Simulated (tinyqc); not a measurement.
The width of the window: equation-of-state fits to an energy-volume table made by a known binding curve. Computed by tinyqc, a small Python program. Command: `OMP_NUM_THREADS=1 python tinyqc.py 3009375 3009376 out.jsonl eosfit walk`. One thread of a shared host (Intel(R) Xeon(R) Processor @ 2.30GHz), about 0.03 s of CPU time with the checks.

With x = (V/V_0)^(1/3), the energy per atom is E = D [m x^-n - n x^-m]/(n - m), so that B0 = D n m/(9 V_0) and B' = (n + m + 6)/3. B' = dB/dP at P = 0.

Inputs (values chosen for the exercise, for a model crystal):
```
quantity                                  value             unit
cohesive energy D                          7.81          eV/atom
true volume V_0                            17.7  angstrom^3/atom
repulsive exponent n                         10                -
attractive exponent m                         1                -
shift of the window centre s             0.0057                -
points N                                      7                -
compression V/V_0 for the pressure test     0.7                -
noise amplitude                           0.018              meV
```

Binding curve: Mie. Noise: added.

Constants: 1 eV/angstrom^3 = 160.2176634 GPa.

Method:
- B0 and B' from the formulas above; P = -dE/dV at V = c V_0 (c the compression chosen), from the curve itself.
- Table: V_j = V_0 [1 + s + w (2 j/(N - 1) - 1)], j = 0..N-1, rounded to 0.001; E_j from the curve plus the noise amplitude times the listed numbers xi_j (xi_0 first), rounded to 1e-7 eV.
- Murnaghan: E = E0 + (B0 V/B') [(V0/V)^B'/(B' - 1) + 1] - B0 V0/(B' - 1), P = (B0/B') [(V0/V)^B' - 1].
- Birch-Murnaghan: E = E0 + (9 V0 B0/16) [y^3 B' + y^2 (2 - 4 y)], y = (V0/V)^(2/3) - 1; P = (3 B0/2) (x^7 - x^5) [1 + (3/4)(B' - 4)(x^2 - 1)], x = (V0/V)^(1/3).
- Vinet: E = E0 + (9 B0 V0/h^2) {1 + [h (1 - x) - 1] exp(h (1 - x))}, P = 3 B0 (1 - x) x^-2 exp(h (1 - x)), x = (V/V0)^(1/3), h = (3/2)(B' - 1).
- All are least-squares fits to the energies; for polynomials in V, B0 = V E'' and B' = -1 - V E'''/E'' at the minimum.
- The table is made anew for each w.

numbers xi_j, drawn evenly from -1 to 1: -0.9835  0.0108  -0.8384  -0.6133  0.4729  0.9379  0.7328

exact B0 = 78.5499 GPa

exact B' = 5.66667

Errors (%):
```
w     B0, parabola  B0, cubic  B0, Murnaghan  B0, Birch-Murnaghan  B0, Vinet  B', Birch-Murnaghan
0.03        -3.212      0.533          0.181                0.247      0.258                2.381
0.05        -2.523      0.987         -0.051                0.129      0.170                0.270
0.08        -0.677      2.483         -0.294                0.175      0.287                0.007
0.12         3.250      5.763         -0.709                0.346      0.602                0.177
0.16         8.992     10.672         -1.247                0.607      1.062                0.508
0.22        21.605     21.840         -2.237                1.166      2.016                1.223
```

What does the comparison show, and why?

The Birch-Murnaghan error of B0 is smallest among these at w = 0.05 (0.129 % in size); it is 0.247 % at the narrowest and 1.166 % at the widest. A narrow window magnifies the noise, since the energy range shrinks as w^2, and a wide one exposes the form. At the widest window the errors of B0 are +21.6 % for the parabola and +21.8 % for the cubic in V.

Extremes, crossings and ranges named in words are read from the listed rows.
